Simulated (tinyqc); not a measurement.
# Programming of a floating-gate cell by Fowler-Nordheim tunnelling, step by step

Numbers from tinyqc (`OMP_NUM_THREADS=1 python tinyqc.py 2130014 2130015 out.jsonl`; about 0.01 s on one thread of a shared Intel Xeon 2.30GHz). Printed values are rounded.

Per tunnel area the floating gate has Ctun = 3.9 eps0/tox to the channel (0 V) and Ccg to the control gate, Ct = Ctun/(1 - ag), no other coupling. With the threshold shift U = -Q/Ccg the field is F = ag (Vg - U)/tox, and dU/dt = J/Ccg. Fowler-Nordheim: J = A F^2 exp(-B/F), A = q^2/(16 pi^2 hbar mo phi) (times 1e14 for A/cm^2 with F in V/nm, emitter mass m0), B = (4/3) sqrt(mo/C) phi^1.5, C = hbar^2/(2 m0).

Values chosen for this exercise; oxide values close to those of silicon dioxide: tunnel barrier phi = 3.02 eV; tunnelling mass mo = 0.41 m0; tunnel oxide thickness tox = 9.7 nm; coupling ratio Ccg/Ct ag = 0.58; tunnel area ar = 1700 nm^2; threshold shift at the start Vt0 = -2.1 V; control-gate voltage Vg = 16 V; time step dt = 1.3 us; steps n = 11.

Constants: q = 1.602176634e-19 C, hbar = 1.054571817e-34 J s, m0 = 9.1093837015e-31 kg, eps0 = 8.8541878128e-14 F/cm where lengths are in cm, hbar^2/(2 m0) = 0.0380998212 eV nm^2. Results are converted to the units shown.

Range of the model: Programming fields of 10 MV/cm and more wear the oxide; trapping and the channel potential are ignored.

## Constants of the cell

A, B, Ccg = ag Ct, the starting field and current, K = A B ag/(Ccg tox), and the knee time t0 = exp(B/F(0))/K.

A = 1.24490e8 A cm^-2 (V/nm)^-2
B = 22.9551 V/nm
Ccg = 0.491610 uF/cm^2
F(0) = 1.08227 V/nm
J(0) = 0.0896047 A/cm^2
K = 3.47576e14 1/s
t0 = 4.68191 us
electrons for 1 V of shift = 52.1626

## Explicit time steps against the exact solution

U(new) = U + dt J(F(U))/Ccg. Exact: exp(B/F(t)) = exp(B/F(0)) + K t, K = A B ag/(Ccg tox), and U = Vg - tox F/ag.

```
step  t (us)  F (V/nm)  J (A/cm^2)  U by steps (V)  U exact (V)
0          0   1.08227   0.0896047        -2.10000     -2.10000
1        1.3   1.06810   0.0658714        -1.86305     -1.89329
2        2.6   1.05768   0.0522726        -1.68886     -1.73077
3        3.9   1.04942   0.0433735        -1.55063     -1.59727
4        5.2   1.04256   0.0370713        -1.43594     -1.48423
5        6.5   1.03670   0.0323649        -1.33791     -1.38636
6        7.8   1.03158   0.0287125        -1.25232     -1.30019
7        9.1   1.02704   0.0257942        -1.17640     -1.22329
8       10.4   1.02296   0.0234080        -1.10819     -1.15392
9       11.7   1.01926   0.0214204        -1.04629     -1.09078
10        13   1.01588   0.0197391        -0.98964     -1.03288
11      14.3   1.01275   0.0182983        -0.93745     -0.97943
```

The steps run ahead by 30.2 mV after the first and 42.0 mV after the last, as each uses the larger current of its start; the step is 0.28 of the knee time t0.
